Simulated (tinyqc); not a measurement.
# Elastic trap-assisted tunnelling through a dielectric: effect of the trap depth

Emitter at x = 0 (Fermi level 0), collector at x = t (Fermi level -V), band edge U(x) = phi - F x, F = V/t. A trap at x has the energy E = U(x) - Et. With G(u) = (4/(3 F)) sqrt(mo/C) max(u, 0)^1.5, C = hbar^2/(2 m0): S1 = G(phi - E) - G(Et), S2 = G(Et) - G(phi - V - E), T1,2 = exp(-S1,2). The steady rate through one trap is nu T1 T2 (f1 - f2)/(T1 + T2), f1 = f(E), f2 = f(E + V), f(y) = 1/(1 + exp(y/Vt)); both contacts offer states at E.

J = q Nt times the integral of the rate over x. Direct S = (4/(3 F)) sqrt(mo/C) [phi^1.5 - max(phi - V, 0)^1.5].

Parameters, values chosen for the exercise; dielectric values close to those of silicon dioxide:
```
symbol   value   unit                                meaning
T          300      K                            temperature
phi       3.18     eV  barrier above the emitter Fermi level
mo        0.51     m0                        tunnelling mass
t          4.3     nm                              thickness
Nt      2.9e18  cm^-3                           trap density
nu        1e13    1/s                      attempt frequency
V         1.11      V                                voltage
```

Constants: q = 1.602176634e-19 C, kB = 1.380649e-23 J/K, hbar = 1.054571817e-34 J s, m0 = 9.1093837015e-31 kg, Vt = kB T/q, hbar^2/(2 m0) = 0.0380998212 eV nm^2. Results are converted to the units shown.

The same in every row: direct S = 50.9.

Result of one run:
```
Et (eV)	J (A/cm^2)	x of the peak over t	larger S there
1.69	2.25e-20	0.494	21.8
```

What becomes of these results when the trap depth below the band edge of the dielectric Et is changed from 1.69 to 3.5 eV, all else the same?

Result of the changed run:
```
Et (eV)	J (A/cm^2)	x of the peak over t	larger S there
3.5	1.01e-8	0.479	29.4
```

The whole series:
```
Et (eV)	J (A/cm^2)	x of the peak over t	larger S there
1.43	6.27e-24	0.503	20.7
1.69	2.25e-20	0.494	21.8
1.95	9.81e-17	0.492	23.1
2.21	4.90e-13	0.492	24.4
2.46	1.76e-9	0.492	25.6
2.72	3.46e-7	0.473	25.8
2.98	1.11e-7	0.475	27.1
3.24	3.27e-8	0.477	28.3
3.5	1.01e-8	0.479	29.4
```

J goes from 6.27e-24 through a maximum of 3.46e-7 (at Et = 2.72 eV among the rows listed) to 1.01e-8 A/cm^2. Shallow traps near the emitter lie above its Fermi level and stay empty, while deep traps face higher barriers, so a middle depth conducts best.

Range of the model: Phonon-assisted (inelastic) capture, chains of traps and a spread of trap depths are left out.

Computed by the program tinyqc: `OMP_NUM_THREADS=1 python tinyqc.py 2370085 2370086 out.jsonl`, one thread of a shared Intel Xeon 2.30GHz, about 0.04 s for the whole run.
